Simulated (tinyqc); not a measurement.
Worked calculation: stepped quantum well by finite differences. Values are carried at full precision from step to step, so a last printed digit may differ when a step is redone from the rounded ones.

Finite differences on points z_i at the centres of cells of width h: H_ii = (c/h^2)(1/m_(i-1/2) + 1/m_(i+1/2)) + V_i, H_(i,i+1) = -(c/h^2)/m_(i+1/2), where m_(i+1/2) is the mean of the masses at the two points (the end values are repeated outwards), psi = 0 on the points beyond both ends, c = hbar^2/2m0. The field adds e F (z - z0) with z0 the middle of the structure; 1 kV/cm = 1e-5 eV/angstrom.

Constants: hbar^2/2m0 = 3.80998211 eV angstrom^2.

Inputs chosen for the exercise (near those of a GaAs well in AlGaAs; not measured data):

| symbol | value | unit | meaning |
|---|---|---|---|
| layers | ((64, 0.243, 0.0919), (32, 0, 0.0652), (48, 0.097, 0.0759), (64, 0.243, 0.0919)) |  | each layer: thickness in angstrom, band edge in eV, mass in m0 |
| F | 0 | kV/cm | field along z |
| h | 16 | angstrom | cell width of the coarse grid |
| hf | 1 | angstrom | cell width of the fine grid |

## The coarse grid

List the points, the potential with the field, and the masses.

Grid:

| i | z (angstrom) | V (eV) | m (m0) |
|---|---|---|---|
| 1 | 8.0 | 0.2430 | 0.0919 |
| 2 | 24.0 | 0.2430 | 0.0919 |
| 3 | 40.0 | 0.2430 | 0.0919 |
| 4 | 56.0 | 0.2430 | 0.0919 |
| 5 | 72.0 | 0.0000 | 0.0652 |
| 6 | 88.0 | 0.0000 | 0.0652 |
| 7 | 104.0 | 0.0970 | 0.0759 |
| 8 | 120.0 | 0.0970 | 0.0759 |
| 9 | 136.0 | 0.0970 | 0.0759 |
| 10 | 152.0 | 0.2430 | 0.0919 |
| 11 | 168.0 | 0.2430 | 0.0919 |
| 12 | 184.0 | 0.2430 | 0.0919 |
| 13 | 200.0 | 0.2430 | 0.0919 |

## The tridiagonal Hamiltonian

Form the diagonal and the neighbouring elements; V in the grid already includes the field.

diagonal H_ii (eV): 0.5669  0.5669  0.5669  0.5944  0.4177  0.4392  0.5040  0.4892  0.4705  0.5823  0.5669  0.5669  0.5669

H_(i,i+1) (eV): -0.1619  -0.1619  -0.1619  -0.1895  -0.2283  -0.2110  -0.1961  -0.1961  -0.1774  -0.1619  -0.1619  -0.1619

## Lowest levels on the coarse grid

Diagonalise the symmetric tridiagonal matrix; give the three lowest levels and the weights u_i^2 (sum 1) of the two lowest.

levels (eV): 0.0816  0.1920  0.2916

weights on the points:
```
             1      2      3      4      5      6      7      8      9     10     11     12
level 1  0.000  0.001  0.007  0.049  0.277  0.350  0.188  0.088  0.034  0.005  0.001  0.000
level 2  0.001  0.005  0.016  0.051  0.138  0.032  0.037  0.247  0.316  0.111  0.035  0.010

            13
level 1  0.000
level 2  0.002
```

## Halving the cell width

The same with h, h/2, ..., h/32. The end points move with h, since psi vanishes half a cell beyond the structure. Richardson value (4 E(h/32) - E(h/16))/3.

Convergence:

| cell (angstrom) | points | E1 (eV) | E2 (eV) | E1 - finest (meV) |
|---|---|---|---|---|
| 16.0000 | 13 | 0.08163 | 0.19204 | -5.828 |
| 8.0000 | 26 | 0.08595 | 0.19778 | -1.506 |
| 4.0000 | 52 | 0.08708 | 0.19927 | -0.377 |
| 2.0000 | 104 | 0.08737 | 0.19967 | -0.091 |
| 1.0000 | 208 | 0.08744 | 0.19979 | -0.018 |
| 0.5000 | 416 | 0.08746 | 0.19982 | 0.000 |

Richardson values of E1, E2 (eV): 0.08746  0.19984

The coarse grid is 5.8 meV too low in E1. The last differences between rows shrink by a factor 3.9 (4 for a pure h^2 error, 2 for one linear in h).

## Positions and dipoles on the fine grid

With h sum psi^2 = 1: <z - z0> of three levels, |z_12| and |z_13|, the mass m1 from 1/m1 = <1|1/m|1>, and f_1j = (m1/c)(E_j - E_1) z_1j^2.

levels (eV): 0.0874  0.1998  0.3038

<z - z0> (angstrom): -13.2  12.9  -0.7

|z_12|, |z_13| (angstrom): 19.48  5.34

m1 = 0.0704 m0

f_12, f_13: 0.788  0.114

Parity is broken, so the 1-3 transition is allowed, with 0.14 times the strength of 1-2. E2 - E1 = 112.3 meV, a wavelength of 11.0 micrometre (hc = 1239.841984 eV nm). Level 3 lies above the lowest point of the outer barriers, so it is a resonance or a state of the finite grid, and values that rest on it depend on the ends of the grid.

## Checks

- E1 at zero field on the grid h/32 against transfer matrices between the same hard ends, eV: both 0.0875.

Program tinyqc; command `OMP_NUM_THREADS=1 python tinyqc.py 1251282 1251283 out.jsonl`; about 0.01 s on one thread of a shared Intel(R) Xeon(R) Processor @ 2.30GHz.
